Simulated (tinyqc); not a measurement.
Two-sublattice mean-field magnet: ferrimagnet, compensation points and susceptibility. Changing the z J_AB. Computed by tinyqc, a small Python program. Command: `OMP_NUM_THREADS=1 python tinyqc.py 3019816 3019817 out.jsonl ferri sweep`. One thread of a shared host (Intel(R) Xeon(R) Processor @ 2.30GHz), about 0.04 s of CPU time with the checks.

A random alloy A(1-x)B(x) with H = -sum over pairs J S_i.S_j. a = <S_A> and b = <S_B> are taken along z, a > 0. Exchange fields: h_A = (1 - x) zJ_AA a + x zJ_AB b, h_B = (1 - x) zJ_AB a + x zJ_BB b; a = S_A B_(S_A)(S_A h_A/(k_B T)) and likewise for b, with the Brillouin function B_S(y) = [(2S + 1)/(2S)] coth[(2S + 1) y/(2S)] - [1/(2S)] coth[y/(2S)].

Inputs (values chosen for the exercise, for a model ferrimagnet):
```
quantity,value,unit
spin S_A,2.5,-
spin S_B,3.5,-
g factor g_A,2,-
g factor g_B,2,-
fraction x of B sites,0.41,-
z J_AA,12.3,meV
z J_BB,1.3,meV
T over T_c,0.65,-
largest number of steps,3000,-
```

Constants: k_B = 8.617333262e-05 eV/K.

Method:
- Linearised, T (a, b) = M (a, b) with M_ij = S_i (S_i + 1) c_j zJ_ij/(3 k_B), c_A = 1 - x, c_B = x. T_c is the larger eigenvalue, and its eigenvector gives b/a at onset, (T_c - M_AA)/M_AB.
- Repeat from a = S_A, b = -S_B until a and b change by less than 1e-10.
- Net moment m = (1 - x) g_A a + x g_B b in mu_B per site; net spin s = (1 - x) a + x b. At T = 0, a = S_A and b = -S_B. Effective g = m/s.
- T_M: m = 0; T_A: s = 0; searched between 0.02 and 0.97 T_c, and given as 0 if there is no change of sign.

One run for each value:
```
z J_AB (meV),T_c (K),b,net moment m (mu_B),magnetic compensation T_M (K)
-12.00,427.5,-2.457,0.371,0
-11.00,406.8,-2.420,0.406,0
-9.00,366.6,-2.319,0.497,0
-7.30,333.8,-2.190,0.608,0
-5.60,303.4,-1.989,0.770,0
-4.00,278.1,-1.682,1.007,0
-2.30,257.4,-1.143,1.415,0
-0.62,246.5,-0.341,2.038,0
```

Over the rows, T_c (K) falls from 427 to 247; b rises from -2.46 to -0.341; net moment m (mu_B) rises from 0.371 to 2.04.

Extremes, crossings and ranges named in words are read from the listed rows.
